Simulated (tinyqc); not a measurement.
Rectangular fin or nanosheet with a gate all round, subbands and threshold shift from confinement: one step of the calculation.

Undoped body with a flat potential across it, hard walls, transport along x. One isotropic valley (g = 1, mx = my = mz = me). Non-parabolicity enters the subband edges through E (1 + al E) = gamma, so E = 2 gamma/(1 + sqrt(1 + 4 al gamma)); motion within a subband is taken as parabolic with the band-edge mass. Energies are counted from the bulk band edge.

Question. Lowest subbands. gamma = C pi^2 [a^2/(my (t + dl)^2) + b^2/(mz (H + dl)^2)], C = hbar^2/(2 m0). List the 6 lowest, labelled by quantum numbers, with degeneracy g and N_k: N_k = g sqrt(2 mx m0 kB T/(pi hbar^2)).

Values chosen for this exercise; masses close to those of GaN:
```
symbol  value  unit                                                meaning
T         400     K                                            temperature
me        0.2    m0                                  mass at the band edge
al       0.17  1/eV                                       non-parabolicity
t         7.6    nm                                        width (along y)
dl        0.3    nm  widening of the box by penetration into the insulator
H         7.6    nm                                       height (along z)
```

Constants: q = 1.602176634e-19 C, kB = 1.380649e-23 J/K, hbar = 1.054571817e-34 J s, m0 = 9.1093837015e-31 kg, hbar^2/(2 m0) = 0.0380998212 eV nm^2. Results are converted to the units shown.

Give: E_k; g; N_k.

Answer.

```
subband,E_k (eV),g,N_k (cm^-1)
"1,1",0.059647,1,2.3999e6
"1,2",0.14696,1,2.3999e6
"2,1",0.14696,1,2.3999e6
"2,2",0.23187,1,2.3999e6
"1,3",0.28723,1,2.3999e6
"3,1",0.28723,1,2.3999e6
```

Computed by the program tinyqc: `OMP_NUM_THREADS=1 python tinyqc.py 2350016 2350017 out.jsonl`, one thread of a shared Intel Xeon 2.30GHz, about 0.09 s for the whole run.
